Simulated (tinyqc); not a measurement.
Inside a calculation: cyclotron resonance of ellipsoidal valleys, Ge type. Values are carried at full precision from step to step, so a last printed digit may differ when a step is redone from the rounded ones.

Valleys along [111], [-111], [1-11], [11-1], mass ml along the axis and mt across it. B lies in the (1-10) plane, b = (sin(theta)/sqrt2, sin(theta)/sqrt2, cos(theta)). For the angle phi between B and the axis, 1/mc^2 = cos^2(phi)/mt^2 + sin^2(phi)/(mt ml). Resonance: h nu = 2 muB B/mc, h = 2 pi hbar.

Constants: hbar = 6.58211957e-16 eV s; muB = 5.788381798e-05 eV/T.

Inputs chosen for the exercise (near those of Ge; not measured data): theta = 39 degrees (angle of B from [001] towards [110]); ml = 1.614 m0 (longitudinal mass); mt = 0.081 m0 (transverse mass); nu = 24 GHz (microwave frequency); tau = 58 ps (scattering time).

## Angles to the valley axes

Give b and cos^2(phi) for each axis.

b: [0.4450, 0.4450, 0.7771]

cos^2(phi): [111] 0.9265, [-111] 0.2013, [1-11] 0.2013, [11-1] 0.0042

## Cyclotron masses and resonance fields

For each axis, mc and B = h nu mc/(2 muB).

Resonances:
```
axis    mc (m0)   B (T)
[111]    0.0840  0.0720
[-111]   0.1649  0.1413
[1-11]   0.1649  0.1413
[11-1]   0.3479  0.2983
```

3 distinct masses appear; the limits are mt = 0.081 (B along the axis) and sqrt(ml mt) = 0.3616 (B across it).

## The same from the mass tensor

For the valley along [11-1]: M = mt 1 + (ml - mt) a a^T, and mc^2 = det M/(b M b).

M (m0), rows x, y, z and columns alike:
$$\begin{pmatrix}
0.5920 & 0.5110 & -0.5110 \\
0.5110 & 0.5920 & -0.5110 \\
-0.5110 & -0.5110 & 0.5920
\end{pmatrix}$$

det M = 0.010589
b M b = 0.0875
mc = 0.3479 m0

## Line shape

For linear polarisation and one isotropic mass the absorbed power goes as P = [1 + (w^2 + wc^2) tau^2]/([1 + (wc^2 - w^2) tau^2]^2 + 4 w^2 tau^2), w = 2 pi nu. List it for wc/w = 0, 0.5, 0.8, 0.9, 1, 1.1, 1.2, 1.5 and 2, which is B over the resonance field.

w tau = 8.746

Power:
```
wc/w         P
0.0    0.01290
0.5    0.02773
0.8     0.1252
0.9     0.2851
1.0     0.5016
1.1     0.2848
1.2     0.1245
1.5    0.02589
2.0   0.007177
```

The largest listed value lies at wc/w = 1.0, 38.9 times the zero-field value. With w tau well above 1 the line is sharp, of relative half width about 1/(w tau). The closest two lines of this crystal are 96.3 % apart, so they are resolved.

## Checks

- Rotation frequency of dv/dt = -M^-1 (v x b) for the valley along [11-1], in units of e B/m0, against 1/mc: both 2.8747.

Computed by tinyqc, a small Python program: `OMP_NUM_THREADS=1 python tinyqc.py 1281167 1281168 out.jsonl` (the numbers bound the seed that draws the inputs); one thread of a shared host (Intel(R) Xeon(R) Processor @ 2.30GHz), about 0.01 s for the whole set of steps.
